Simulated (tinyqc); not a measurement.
# X-ray photoelectron analysis of a thin oxide on a semiconductor: attenuation lengths, thickness, angle series and band offsets, step by step

A worked calculation. Computed by tinyqc, a small Python program that keeps every step. Command: `OMP_NUM_THREADS=1 python tinyqc.py 3110015 3110016 out.jsonl xps walk`. One thread of a shared host (Intel(R) Xeon(R) Processor @ 2.30GHz), about 0.01 s of CPU time with the checks. Intermediate numbers are printed to about 6 digits and carried at full precision; extremes and crossings named in words are read from the listed rows.

The same element is seen in the oxide and in the substrate, at nearly the same kinetic energy; films are flat and uniform, and the work function is ignored.

Inputs (values chosen for the exercise, modelled on SiO2 on 4H-SiC):
```
quantity                                          value     unit
photon energy                                       650       eV
binding energy of the core level                  100.5       eV
oxide density                                      2.22   g/cm^3
oxide formula mass                                60.08    g/mol
valence electrons per oxide formula                  16        -
oxide gap                                          8.99       eV
substrate density                                  3.21   g/cm^3
substrate formula mass                             40.1    g/mol
valence electrons per substrate formula               8        -
substrate gap                                      3.26       eV
oxide thickness d                                  0.83       nm
emission angle from the normal                       55  degrees
attenuation length over inelastic mean free path    0.9        -
carbon overlayer                                   0.36       nm
counts in the two peaks together                  50000        -
valence band offset used to make the data             3       eV
core level less valence band top, substrate       98.93       eV
core level less valence band top, thick oxide     98.57       eV
field in the oxide                                0.012    MV/cm
```

## Inelastic mean free paths

TPP-2M: lambda = E/(E_p^2 [b ln(c E) - C/E + D/E^2]) in angstrom, E_p = 28.8 sqrt(N_v rho/M), b = -0.10 + 0.944/sqrt(E_p^2 + E_g^2) + 0.069 rho^0.1, c = 0.191/sqrt(rho), U = N_v rho/M, C = 1.97 - 0.91 U, D = 53.4 - 20.8 U, with E = photon energy less binding energy in eV. Attenuation length L = factor x lambda.

kinetic energy E = 549.5 eV

Terms:
```
layer      E_p (eV)          b         c  lambda (nm)
oxide       22.1444  0.0142266  0.128191      1.92999
substrate   23.0472  0.0180911  0.106606      1.45202
```

L in the oxide = 1.73699 nm

L in the substrate = 1.30682 nm

## Peak ratio

R_0 = (rho_o/M_o) L_o/((rho_s/M_s) L_s); peak ratio R = I_ox/I_sub = R_0 [exp(d/(L_o cos theta)) - 1]; hence d = L_o cos theta ln(1 + R/R_0). A carbon layer weakens both peaks alike, by exp(-d_C/(L_o cos theta)) if its L is taken equal to L_o. This R_0 leaves out intrinsic losses from the substrate peak, so calibrated values can be larger.

R_0 = 0.613542

d/(L_o cos theta) = 0.833087

ratio R = 0.797855

oxide share of the counts = 0.443782

attenuation by carbon = 0.696743

depth 3 L_o cos theta = 2.98889 nm

## Error budget of the thickness

With x = d/(L_o cos theta): d ln d/d ln R = (1 - exp(-x))/x = -d ln d/d ln R_0; counting error of R = 1/sqrt(N f (1 - f)), f the oxide share, which times the sensitivity gives that of d; an angle error adds tan(theta) d theta; d is proportional to L_o at fixed R_0. Assumed errors: 5 % in R_0, 1 degree, 5 % in L_o.

sensitivity to R = 0.678554

counting error of d = 0.610791 %

R_0 = 3.39277 %

angle = 2.49259 %

L_o = 5 %

The attenuation length is the largest of these terms.

## Angle series: uniform film or islands?

Islands: half of the surface carries 2 d and half none, R = R_0 (1/2)(1 - t)/(1/2 + t/2) with t = exp(-2 d/(L_o cos theta)); the apparent thickness is read with the uniform formula.

Against the angle:
```
theta (degrees)  R, uniform  R, islands  apparent d, islands (nm)
0                   0.37585    0.272726                  0.638813
20                  0.40666    0.287616                  0.627483
35                  0.48593    0.322161                  0.600516
45                  0.59240    0.361229                  0.568616
55                  0.79786    0.418516                  0.518134
65                  1.28703    0.497734                  0.436056
75                  3.27378    0.583718                  0.300553
```

A uniform film gives d = 0.83 nm at every angle. The island film of the same volume reads 0.639 nm at normal emission and 0.301 nm at 75 degrees; its ratio cannot pass R_0, since the bare half always shows the substrate.

## Band offsets by core levels

Valence band offset = (E_core - E_v)(substrate) - (E_core - E_v)(oxide) + (core level separation at the interface, oxide less substrate). The separation is made here from the given offset; a uniform field F that raises the binding energy towards the surface shifts the oxide peak by e F <z>, <z> = d/(1 - exp(-x)) - d/x, x = d/(L_o cos theta), being the mean distance from the interface. Conduction band offset = oxide gap - substrate gap - valence band offset.

separation without field = 2.64 eV

<z> = 0.471966 nm

separation with field = 2.64057 eV

apparent valence band offset = 3.00057 eV

true conduction band offset = 2.73 eV

apparent conduction band offset = 2.72943 eV

The field biases both offsets by 5.7e-4 eV, in opposite directions.

Checks made by the program: thickness recovered (relative difference below 1e-10).
